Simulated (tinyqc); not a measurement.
Worked calculation: tight binding, kagome lattice. One step of it, computed by the program tinyqc.

Question. Bloch Hamiltonian at k. H_AB = -t1 - t2 exp(-i k.a1), H_AC = -t1 - t2 exp(-i k.a2), H_BC = -t1 - t2 exp(i k.(a1 - a2)), H_CC = delta.

Parameters chosen for this model:
```
parameter      value                unit
t1          1.910000    eV, up triangles
t2          1.580000  eV, down triangles
delta      -0.230000        eV on site C
```

k point k (fractions of the reciprocal vectors): 0.400000  -0.130000

Give: H(k) at k.

Answer.

H(k) at k (eV):
```
               A              B              C
A          0.000  -0.632+0.929i  -2.992-1.152i
B  -0.632-0.929i          0.000  -0.358+0.296i
C  -2.992+1.152i  -0.358-0.296i         -0.230
```
